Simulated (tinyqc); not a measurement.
Spectrum around the optical phonon: single-oscillator infrared dielectric function of a polar cubic crystal. Computed by tinyqc, a small Python program. Command: `OMP_NUM_THREADS=1 python tinyqc.py 3028152 3028153 out.jsonl infrared walk`. One thread of a shared host (Intel(R) Xeon(R) Processor @ 2.30GHz), about 0.01 s of CPU time with the checks.

One ion pair, charges +Z* and -Z*, in a cell of volume Omega = a^3/4. Frequencies omega are given as wavenumbers (1/cm); eps_s is the static dielectric constant.

Inputs (values chosen for the exercise, modelled on aluminium arsenide):

| quantity | value | unit |
|---|---|---|
| lattice constant a | 5.661 | angstrom |
| mass M_A | 26.98 | u |
| mass M_B | 74.92 | u |
| omega_TO | 363 | 1/cm |
| Born charge Z* | 2.16 | e |
| eps_inf | 8.35 | - |
| phonon damping gamma | 3.6 | 1/cm |

Structure: zinc blende. Free carriers: absent.

Constants: nu for 1 eV/(angstrom^2 u) = 15.6333042 THz; 1 THz = 33.35640952 1/cm; e^2/(4 pi eps_0) = 14.39964548 eV angstrom.

Method:
- mu = M_A M_B/(M_A + M_B); ionic plasma term W^2 = 4 pi Z*^2 (e^2/(4 pi eps_0))/(Omega mu) in eV/(angstrom^2 u), turned into 1/cm by W = 15.6333042 x 33.35640952 x sqrt(W^2); omega_LO^2 = omega_TO^2 + W^2/eps_inf; eps_s = eps_inf + W^2/omega_TO^2; Szigeti charge 3 Z*/(eps_inf + 2); longitudinal (Callen) charge Z*/eps_inf.
- eps(omega) = eps_inf + W^2/(omega_TO^2 - omega^2 - i gamma omega); n + i k = sqrt(eps) with k >= 0; R = |(n + i k - 1)/(n + i k + 1)|^2 at normal incidence from vacuum.
- The loss function is Im(-1/eps).

omega_LO = 402.901 1/cm

W = 505.152 1/cm

Spectrum:

| omega (1/cm) | Re eps | Im eps | R | Im(-1/eps) |
|---|---|---|---|---|
| 182 | 10.937 | 0.017181 | 0.28692 | 1.4364e-04 |
| 309 | 15.375 | 0.21536 | 0.35238 | 9.1082e-04 |
| 352 | 39.974 | 5.0952 | 0.53044 | 0.0031377 |
| 363 | 8.35 | 195.27 | 0.81361 | 0.0051118 |
| 373 | -25.204 | 6.1218 | 0.91398 | 0.0091000 |
| 383 | -8.6083 | 1.5672 | 0.89652 | 0.020470 |
| 395 | -2.1342 | 0.61463 | 0.77099 | 0.12461 |
| 403 | 0.040346 | 0.39346 | 0.19829 | 2.5151 |
| 411 | 1.4924 | 0.27311 | 0.012832 | 0.11865 |
| 427 | 3.3076 | 0.15331 | 0.084637 | 0.013983 |
| 463 | 5.2619 | 0.062315 | 0.15432 | 0.0022503 |
| 604 | 7.2551 | 0.010215 | 0.21023 | 1.9407e-04 |
| 1010 | 8.0627 | 0.0011757 | 0.22954 | 1.8086e-05 |

What follows from these numbers?

R peaks among these rows at 373 per cm with 0.91 and is lowest, 0.013, at 411; far above omega_LO it tends to ((sqrt(eps_inf) - 1)/(sqrt(eps_inf) + 1))^2 = 0.236. Im eps is largest at 363 and the loss function at 403: absorption marks the TO mode and the loss function the LO mode. Re eps is negative in some rows, where R averages 0.86.

Extremes, crossings and ranges named in words are read from the listed rows.
